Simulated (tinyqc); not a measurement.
Inside a calculation. Model: CMOS inverter, nodal equation and switching.

Computed by the program tinyqc: `OMP_NUM_THREADS=1 python tinyqc.py 2340040 2340041 out.jsonl`, one thread of a shared Intel Xeon 2.30GHz, about 0.04 s for the whole run. Printed values are rounded.

An n-channel pull-down (bn, VTn) and a p-channel pull-up (bp, VTp) share the input Vin and the output node Vout, which carries the load C. Transistor (EKV form, voltages against the body): I = 2 n b Vt^2 [F(vp - Vs) - F(vp - Vd)] from drain to source, F(v) = ln^2(1 + exp(v/(2 Vt))), vp = (Vg - VT + sg |Vd - Vs|)/n. n-channel bodies are at 0; for the p-channel device all voltages are counted down from Vdd. b in uA/V^2 gives I in uA. Static: In = Ip. Transient: C dVout/dt = Ip - In. No velocity saturation, no gate capacitance beyond C.

Parameters, values chosen for the exercise: temperature T = 300 K; supply voltage Vdd = 0.4 V; slope factor n = 1.11; drain-induced barrier lowering sg = 0.054; n-channel threshold VTn = 0.41 V; p-channel threshold (magnitude) VTp = 0.37 V; gain factor of the pull-down transistor bn = 170 uA/V^2; gain factor of the pull-up transistor bp = 220 uA/V^2; load capacitance C = 0.79 fF; input voltage Vin = 0.16 V; time step dt = 300 ps.

Constants: q = 1.602176634e-19 C, kB = 1.380649e-23 J/K, Vt = kB T/q. Results are converted to the units shown.

## Iteration 1: output voltage by Newton steps

Vout at the start = 0.2 V

f = In - Ip at (Vin, Vout); G = df/dVout by a central difference with +/- 1e-6 V; Vout(new) = Vout - f/G.

In = 5.953200e-5 uA
Ip = 0.004547216 uA
G = 0.00826940 uS
Vout after iteration 1 = 0.7426856 V

This step lands outside the rails.

## Iteration 2: output voltage by Newton steps

As before.

In = 1.637019e-4 uA
Ip = -7.187116 uA
G = 61.5759 uS
Vout after iteration 2 = 0.6259633 V

The value that enters this step is an overshoot, farther from the solution than the start was, so its intermediate quantities are not physical.

## Course of the iteration: output voltage by Newton steps

Stop when Vout changes by less than 1e-9 V, or after 30 iterations.

Course of the iteration:
```
iteration	Vout (V)	|change| (V)
1	0.7426856	0.543
2	0.6259633	0.117
3	0.5607929	0.0652
4	0.5168582	0.0439
5	0.4825505	0.0343
6	0.4537048	0.0288
7	0.4294754	0.0242
8	0.4113226	0.0182
9	0.4016709	9.65e-3
10	0.3993639	2.31e-3
11	0.3992548	1.09e-4
12	0.3992546	1.93e-7
13	0.3992546	6.05e-13
```

Converged in 13 iterations. At the end the number of correct digits about doubles with each step. On the way 8 iterate(s) lie more than 5 mV outside the rails, the first at 0.743 V, before the steps return.

## Transfer curve

Vin, point 0 to 10 (V): 0  0.04  0.08  0.12  0.16  0.2  0.24  0.28  0.32  0.36  0.4

For each Vin solve In = Ip; gain = dVout/dVin.

```
point	Vout (V)	supply current (uA)	gain
0	0.4000000	3.3347e-7	0.0000
1	0.3999996	1.3426e-6	0.0000
2	0.3999959	5.3989e-6	-0.0003
3	0.3999474	2.1658e-5	-0.0034
4	0.3992546	8.6381e-5	-0.0504
5	0.3868008	3.3405e-4	-1.0909
6	0.0260669	4.2214e-4	-2.5894
7	0.0012575	1.1168e-4	-0.0857
8	0.0000881	2.8027e-5	-0.0057
9	0.0000069	6.9868e-6	-0.0004
10	0.0000006	1.7374e-6	0.0000
```

The switching point Vin = Vout lies at 0.2225 V, with a gain of -18.3. The current peaks at 4.22e-4 uA among the points, against 3.3e-7 and 1.7e-6 uA of leakage at the ends.

## Switching point and noise margins

VM solves In = Ip with Vin = Vout. VIL and VIH are the inputs at which the gain is -1; NML = VIL - Vout(VIH), NMH = Vout(VIL) - VIH.

VM = 0.22255 V
gain at VM = -18.273
VIL = 0.19911 V
VIH = 0.24847 V
NML = 0.18682 V
NMH = 0.13926 V

VM lies 23 mV above Vdd/2, and the low margin is the larger one. With both transistors saturated the size of the gain tends to 1/sg = 18.5; here it is 1.3 % below that.

## Step 1: one time step of the falling output

Vout at t = 0 = 0.4 V

The input steps to Vdd at t = 0; I = In - Ip. Implicit Euler: V(new) = V - (dt/C) I(V(new)), solved for V(new); 1 ps uA/fF = 1 mV.

I(V) = 0.1611445 uA
I(V(new)) = 0.1496347 uA
Vout after step 1 = 0.3431767 V

## Step 2: one time step of the falling output

As before.

I(V) = 0.1496347 uA
I(V(new)) = 0.1395242 uA
Vout after step 2 = 0.2901928 V

## Delays and energy

For a step input the delay to Vdd/2 is tHL = C times the integral of dV/(In - Ip) from Vdd/2 to Vdd at Vin = Vdd, and tLH likewise with Ip - In from 0 to Vdd/2 at Vin = 0. Energy drawn for one full cycle of the output: C Vdd^2. Leakage power: Vdd times the mean of the supply currents at Vin = 0 and Vdd.

tHL = 1121.712 ps
tLH = 351.8320 ps
energy = 0.1264 fJ
leakage power = 4.141848e-4 nW

Time steps as above cross Vdd/2 at 1160 ps by linear interpolation, 3.6 % above tHL. tLH/tHL = 0.314, with bn/bp = 0.773.
